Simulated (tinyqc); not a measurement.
Transverse acoustic branch against its sound line: Keating valence-force model of a tetrahedral crystal. Computed by tinyqc, a small Python program. Command: `OMP_NUM_THREADS=1 python tinyqc.py 3009860 3009861 out.jsonl keating walk`. One thread of a shared host (Intel(R) Xeon(R) Processor @ 2.30GHz), about 0.04 s of CPU time with the checks.

Atom A sits at 0 and atom B at a/4 (1,1,1) of an fcc lattice; the four bonds from A are t = a/4 (1,1,1), a/4 (1,-1,-1), a/4 (-1,1,-1), a/4 (-1,-1,1), of length d = sqrt(3) a/4. Energy: E = (3 alpha/(8 d^2)) sum over bonds (r.r - d^2)^2 + (3 beta/(8 d^2)) sum over pairs of bonds at one atom (r_i.r_j + d^2/3)^2, with beta_A for the six pairs at A and beta_B for the six at B. The cell holds two atoms, Omega = a^3/4. 1 N/m = 1 J/m^2. With constants fitted to the elastic moduli this model puts optical and zone-boundary frequencies of real crystals too high, by up to about 20 % in elemental crystals and up to about 50 % in compounds, and mostly by more for TA modes; in compounds the lattice part of the static dielectric constant then comes out too low.

Inputs (values chosen for the exercise, modelled on zinc selenide):

| quantity | value | unit |
|---|---|---|
| lattice constant a | 5.668 | angstrom |
| mass M_A | 65.38 | u |
| mass M_B | 78.97 | u |
| bond stretching alpha | 34.8 | N/m |
| bond bending beta_A | 4.43 | N/m |
| bond bending beta_B | 4.43 | N/m |

Structure: zinc blende.

Constants: nu for 1 eV/(angstrom^2 u) = 15.6333042 THz; 1 eV/angstrom^2 = 16.02176634 J/m^2; u = 1.6605390666e-27 kg.

Method:
- beta = (beta_A + beta_B)/2; C11 = (alpha + 3 beta)/a, C12 = (alpha - beta)/a, C44 = 4 alpha beta/(a (alpha + beta)); with the two sublattices clamped C44(0) = (alpha + beta)/a; internal-strain parameter zeta = (alpha - beta)/(alpha + beta); B = (C11 + 2 C12)/3.
- With displacements u exp(i q.r), each bracket changes by g.u, where g = (g_A, g_B): bond t, g = (-2 t, 2 t exp(i q.t)); pair (i, j) at A, g = (-(t_i + t_j), t_i exp(i q.t_j) + t_j exp(i q.t_i)); pair at B, g = (-t_i exp(-i q.t_j) - t_j exp(-i q.t_i), t_i + t_j). Then D_mn = sum over the 4 bonds and 12 pairs of (4 k/a^2) conj(g_m) g_n / sqrt(M_m M_n), with k = alpha or beta converted to eV/angstrom^2. Only the short-range forces enter; the Coulomb field of the charges is left out.
- An eigenvalue lambda of D in eV/(angstrom^2 u) gives nu = 15.6333042 THz x sqrt(lambda).
- The sound line is nu = v q/(2 pi) with v = sqrt(C44/rho), rho = (M_A + M_B)/Omega; the clamped line uses C44(0).

C44 = 27.7329 GPa

clamped C44(0) = 69.2131 GPa

Frequencies (THz) along G-X:

| q (2 pi/a) | lowest branch | sound line, relaxed C44 | sound line, clamped C44(0) | third-lowest frequency | highest frequency |
|---|---|---|---|---|---|
| 0.05 | 0.2023 | 0.2025 | 0.3198 | 0.3540 | 8.1782 |
| 0.15 | 0.6034 | 0.6074 | 0.9595 | 1.0584 | 8.1584 |
| 0.30 | 1.1827 | 1.2147 | 1.9190 | 2.0938 | 8.0947 |
| 0.45 | 1.7120 | 1.8221 | 2.8785 | 3.0838 | 7.9995 |
| 0.60 | 2.1623 | 2.4294 | 3.8379 | 4.0080 | 7.8897 |
| 0.75 | 2.5012 | 3.0368 | 4.7974 | 4.8455 | 7.7889 |
| 0.90 | 2.6967 | 3.6441 | 5.7569 | 5.5562 | 7.7234 |
| 1.00 | 2.7351 | 4.0490 | 6.3966 | 5.8081 | 7.7099 |

What follows from these numbers?

At small q the branch follows the relaxed line (0.999 of it, against 0.633 of the clamped one): in a long shear wave the sublattices shift against each other. At X it reaches 68 % of the relaxed line. Real tetrahedral semiconductors have flatter TA branches than a Keating model fitted to their elastic constants, which needs longer-ranged terms to mend.

Extremes, crossings and ranges named in words are read from the listed rows.
